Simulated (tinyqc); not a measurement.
What moves the results: Brillouin zone and empty-lattice bands of the fcc structure. A value that a table varies takes the place of the one given here.

Primitive vectors a (0,1/2,1/2), a (1/2,0,1/2), a (1/2,1/2,0); one atom. Reciprocal vectors obey a_i.b_j = 2 pi delta_ij; k is given in units of 2 pi/a. Empty-lattice levels are c0 (2 pi/a)^2 |k + G|^2, c0 = hbar^2/2m0. Points: X = (1, 0, 0), L = (0.5, 0.5, 0.5), K = (0.75, 0.75, 0), W = (1, 0.5, 0), U = (1, 0.25, 0.25).

Constants: hbar^2/2m0 = 3.80998211 eV angstrom^2.

Inputs chosen for the exercise (out of a larger set: lattice near that of Au; not measured data): a = 4.069 angstrom (lattice constant).

## Electron counts at which the sphere reaches the zone

Z = V kF^3/(3 pi^2), V the volume of the primitive cell, with kF = |k| of each point.

Results:
```
point  |k| (2 pi/a)  Z per atom  EF there (eV)
X            1.0000       2.094          9.085
L            0.8660       1.360          6.813
K            1.0607       2.499         10.220
W            1.1180       2.927         11.356
U            1.0607       2.499         10.220
```

How do the results move?

The sphere first touches the zone at L, for Z = 1.360, and covers it at W, for Z = 2.927, while the zone itself holds 2 electrons per atom. These counts do not depend on a. First contact at 1.36 (fcc) and 1.48 (bcc) is the free-electron argument for the Hume-Rothery limits of brasses.

## Empty-lattice bands from Gamma to X

k = f x X; the eight lowest levels, degenerate ones repeated.

Levels (eV):
```
f         1      2      3      4      5      6      7      8
0.000  0.00  27.25  27.25  27.25  27.25  27.25  27.25  27.25
0.167  0.25  24.48  24.48  24.48  24.48  30.53  30.53  30.53
0.333  1.01  22.21  22.21  22.21  22.21  25.24  34.32  34.32
0.500  2.27  20.44  20.44  20.44  20.44  20.44  38.61  38.61
0.667  4.04  16.15  19.18  19.18  19.18  19.18  40.38  40.38
0.833  6.31  12.37  18.42  18.42  18.42  18.42  42.65  42.65
1.000  9.08   9.08  18.17  18.17  18.17  18.17  45.42  45.42
```

How do the results move?

Band 1 is the parabola f^2 x 9.08 eV. The next levels start from the first shell of G at 27.25 eV; a branch falls at first if its G has a component against k, and branches cross. The second level ends at 9.08 eV and meets band 1 at the zone surface.

Computed by tinyqc, a small Python program: `OMP_NUM_THREADS=1 python tinyqc.py 1880065 1880066 out.jsonl` (the numbers bound the seed that draws the inputs); one thread of a shared host (Intel(R) Xeon(R) Processor @ 2.30GHz), about 0.02 s for the whole set of steps.
